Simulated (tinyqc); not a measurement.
From results back to parameters: band gaps under pressure and temperature from deformation potentials. Three cases, with inputs chosen for the exercise.

Problem. A gap moves by a ln(V/V0) with V/V0 = (1 + Bp P/B0)^(-1/Bp). B0 and the shifts at two pressures are given.

Find: ratio of the shifts; Bp; a.

Method. The ratio of the shifts, ln(1 + Bp P2/B0)/ln(1 + Bp P1/B0), falls steadily from P2/P1 as Bp grows and so fixes Bp; then a = -shift x Bp/ln(1 + Bp P/B0).

Case 1.

Values chosen (out of a larger set: near those of GaAs, the X and L potentials typical of such crystals; not measured data): P12 = (8, 10) GPa (two pressures).

B0 = 78.6667 GPa

shifts at the two pressures (eV): 0.7136679  0.8593195

Solution.

ratio of the shifts = 1.2041
Bp = 4.05
a = -8.38 eV

Case 2.

Values chosen (out of a larger set: near those of GaSb, the X and L potentials typical of such crystals; not measured data): P12 = (3, 4) GPa (two pressures).

B0 = 57.0667 GPa

shifts at the two pressures (eV): 0.3966499  0.5133785

Solution.

ratio of the shifts = 1.2943
Bp = 4.09
a = -8.33 eV

Case 3.

Values chosen (out of a larger set: near those of InAs, the X and L potentials typical of such crystals; not measured data): P12 = (1.5, 5) GPa (two pressures).

B0 = 58.2667 GPa

shifts at the two pressures (eV): 0.1490760  0.4453986

Solution.

ratio of the shifts = 2.9877
Bp = 4.36
a = -6.11 eV

Computed by tinyqc, one run a case: `OMP_NUM_THREADS=1 python tinyqc.py N N+1 out.jsonl` with N = 1080116, 1080118, 1080197; one thread of a shared Intel(R) Xeon(R) Processor @ 2.30GHz, about 0.01 s a run at most.
